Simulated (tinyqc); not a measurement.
Junction field-effect transistor with two gates, gradual channel with velocity saturation: one step of the calculation.

A uniformly doped n-type channel, depleted from both sides by p+ gates; at channel potential V the depleted share of a is u = sqrt((Vbi - Vg + V)/Vp), s at the source. Electrons drift with v = mu E/(1 + mu E/vsat). Abrupt depletion edge, no series resistance, source at 0.

Problem. The saturation point by Newton steps. a is the channel (half-)thickness, Vp its pinch-off voltage and Z = mu Vp/(vsat L); an iterate with u > 1 is an overshoot, not a physical state. f = (1 - u)(1 + Z (u^2 - s^2)) - Z F/3, F = 3 (u^2 - s^2) - 2 (u^3 - s^3); f' = -(1 + Z (u^2 - s^2)); u(new) = u - f/f'.

u at the start = 0.874
Z = 7.5763161
s = 0.87372130

Find: f; f'; u after iteration 1.

Solution.

f = 0.1260
f' = -1.004
u after iteration 1 = 0.9995

Program tinyqc, `OMP_NUM_THREADS=1 python tinyqc.py 2500047 2500048 out.jsonl`; Intel Xeon 2.30GHz, shared host, one thread, about 0.08 s.
